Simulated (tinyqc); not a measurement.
Worked calculation: Monte Carlo simulation of one carrier in a uniform electric field. Computed by tinyqc, a small Python program that keeps every step. Command: `OMP_NUM_THREADS=1 python tinyqc.py 3008824 3008825 out.jsonl mcfl walk`. One thread of a shared host (Intel(R) Xeon(R) Processor @ 2.30GHz), about 2 s of CPU time with the checks. Intermediate numbers are printed to about 6 digits and carried at full precision; extremes and crossings named in words are read from the listed rows.

The force e F acts along +z. Flights end at the constant total rate Gamma; the part of Gamma that the real rates do not fill is self-scattering, which leaves k unchanged. One valley, no impurities; equivalent final valleys enter only through Z_f in the optical rate.

Inputs (values chosen for the exercise, modelled on electrons in silicon):
```
quantity,value,unit
effective mass m,0.325,m_0
non-parabolicity alpha,0.54,1/eV
density rho,2329,kg/m^3
sound velocity v_l,9090,m/s
acoustic deformation potential D_A,10,eV
phonon energy hbar w,61.4,meV
optical or intervalley deformation potential D_o,5.6,1e8 eV/cm
final valleys Z_f,5,-
lattice temperature T,350,K
electric field F,17,kV/cm
energy E_max up to which Gamma must cover the rates,1,eV
seed of the random numbers,93236,-
```

Crystal: non-polar. Band: Kane.

starting wave vector (1/nm): [-0.25, 0.29, 0.15]

Constants: k_B = 1.380649e-23 J/K; e = 1.602176634e-19 C; hbar = 1.054571817e-34 J s; m_0 = 9.1093837015e-31 kg; hbar = 6.582119569e-16 eV s; k_B = 8.617333262e-05 eV/K.

## Total rate Gamma

Kane band: hbar^2 k^2/(2 m) = E (1 + alpha E), speed v = hbar k/(m (1 + 2 alpha E)), states per spin, volume and energy g(E) = m k (1 + 2 alpha E)/(2 pi^2 hbar^2); overlap factors are set to 1. Masses are multiplied by m_0 and all formulas are in SI units. Phonon occupation N_q = 1/(exp(hbar w/(k_B T)) - 1). Acoustic deformation potential (elastic, equipartition, absorption and emission together): 1/tau = 2 pi k_B T D_A^2 g(E)/(hbar rho v_l^2). Optical or intervalley deformation potential: 1/tau = (pi Z_f D_o^2/(rho w)) [N_q g(E + hbar w) + (N_q + 1) g(E - hbar w)], with g = 0 below the band edge. Gamma is 1.05 times the largest total rate on the grid E = (j + 1/2) E_max/400, j = 0..399.

largest total rate = 111.572 1e12/s

energy of the largest rate = 998.75 meV

Gamma = 117.150 1e12/s

## Flight 1

Random numbers (0.02 to 0.98, from up to 60 sets tried for early real events), one row a flight:
```
,r1,r2,r3,r4
1,0.0558,0.9387,0.3095,0.1470
2,0.9682,0.9194,0.1404,0.6332
3,0.1626,0.0765,0.3872,0.8004
4,0.7896,0.3952,0.1295,0.0735
5,0.6648,0.8530,0.9450,0.1317
6,0.5783,0.6653,0.6572,0.6002
7,0.1575,0.5018,0.2095,0.9261
```

Flight: t = -ln(r1)/Gamma; k_z grows by e F t/hbar; E follows from the band; dz = (E_end - E_start)/(e F). Use row 1 of the random numbers.

flight time t = 24.6349 fs

k at the end of the flight (1/nm): [-0.250000, 0.290000, 0.213626]

energy at the end = 22.2681 meV

displacement dz = 1.56015 nm

## Scattering event 1

Choice: with cumulative rates in the order acoustic, absorption, emission, the process is the first whose sum exceeds r2 Gamma; if none, self-scattering. Final state: E' = E, E + hbar w or E - hbar w gives k'. Isotropic processes: cos(theta) = 1 - 2 r3 from the z axis, phi = 2 pi r4, k' (sin theta cos phi, sin theta sin phi, cos theta).

cumulative rates (1e12/s): acoustic 2.32545, absorption 3.43568, emission 3.43568

r2 Gamma = 109.969 1e12/s

Process chosen: self-scattering

k after event 1, the start of the next flight (1/nm): [-0.250000, 0.290000, 0.213626]

## Flight 2

Use row 2 of the random numbers.

flight time t = 0.275856 fs

k at the end of the flight (1/nm): [-0.250000, 0.290000, 0.214338]

energy at the end = 22.3030 meV

displacement dz = 0.0205321 nm

## Scattering event 2

The formulas are those given above.

cumulative rates (1e12/s): acoustic 2.32738, absorption 3.43788, emission 3.43788

r2 Gamma = 107.708 1e12/s

Process chosen: self-scattering

k after event 2, the start of the next flight (1/nm): [-0.250000, 0.290000, 0.214338]

## All printed flights

Drift estimate: sum dz / sum t.

Flights:
```
flight,t (fs),E at the end (meV),dz (nm),process,k_x (1/nm),k_y (1/nm),k_z (1/nm)
1,24.6349,22.2681,1.56015,self-scattering,-0.25,0.29,0.213626
2,0.2759,22.3030,0.02053,self-scattering,-0.25,0.29,0.214338
3,15.5054,24.4493,1.26254,self-scattering,-0.25,0.29,0.254385
4,2.0165,24.7550,0.17981,self-scattering,-0.25,0.29,0.259593
5,3.4850,25.2977,0.31921,self-scattering,-0.25,0.29,0.268594
6,4.6749,26.0541,0.44498,self-scattering,-0.25,0.29,0.280668
7,15.7774,28.8475,1.64316,self-scattering,-0.25,0.29,0.321417
```

drift estimate from these flights = 81820.0 m/s

7 of the 7 flights end in self-scattering. So few flights say little about the drift velocity: the estimate is noise at this length.

## Low-field mobility from the linear Boltzmann equation

On the grid E_j = (j + 1/2) hbar w/12 up to 20 k_B T + 2 hbar w, solve (sum of rates) l(E) = v(E); mu_0 = e sum g v l exp(-E/k_B T)/(3 k_B T sum g exp(-E/k_B T)).

low-field mobility mu_0 = 804.410 cm^2/(V s)

## Long runs: velocity against field

Each row: 250 carriers from a thermal start, 1600 flights each, the first half discarded, random numbers not printed; the error is the standard error over ten groups; the mean energy is taken at the ends of flights, which sample time evenly. Fields at which more than 0.02 % of the events exceed Gamma are left out.

Monte Carlo results:
```
F (kV/cm),drift velocity (1e5 m/s),error (1e5 m/s),mu_0 F (1e5 m/s),mean energy (meV),real events (%)
4.2,0.275,0.016,0.33785,51.5,5.40
8.5,0.474,0.014,0.68375,59.4,6.12
17.0,0.648,0.012,1.36750,77.5,7.90
34.0,0.817,0.010,2.73499,123.0,12.20
68.0,0.876,0.007,5.46999,222.0,20.70
```

At the lowest field the drift velocity is 0.81 +/- 0.05 of the ohmic value mu_0 F, at the highest 0.16 +/- 0.00. The mean energy goes from 52 to 222 meV against the parabolic-band thermal value 3 k_B T/2 = 45 meV: the carriers heat, more of them reach the emission threshold, where they lose momentum, and the curve bends below the ohmic line. Only 5 to 21 % of the events are real; the rest is the price of a constant Gamma.

Checks made by the program: energy gained in the printed flights against e F dz (relative difference 5e-09).
